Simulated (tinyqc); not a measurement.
# Contact resistivity and sheet resistance from two contact lengths

Question. Rc = [sqrt(rc Rsh)/Wc] coth(Lc/(2 LT)), LT = sqrt(rc/Rsh), Wc = 30 nm; the second contact is twice as long as the first. Find LT, rc and Rsh.

Rc for Lc = 21 and 42 nm (ohm): 1127.39663  587.844404

Solution. With t = tanh(Lc/(2 LT)) for the shorter contact, the resistance of the longer over that of the shorter is (1 + t^2)/2. Then sqrt(rc Rsh) = Rc t Wc, and rc and Rsh follow by multiplying and dividing by LT.

LT = 50.00 nm
rc = 3.500e-9 ohm cm^2
Rsh = 140.0 ohm

Computed by the program tinyqc: `OMP_NUM_THREADS=1 python tinyqc.py 2170106 2170107 out.jsonl`, one thread of a shared Intel Xeon 2.30GHz, about 0.09 s for the whole run.
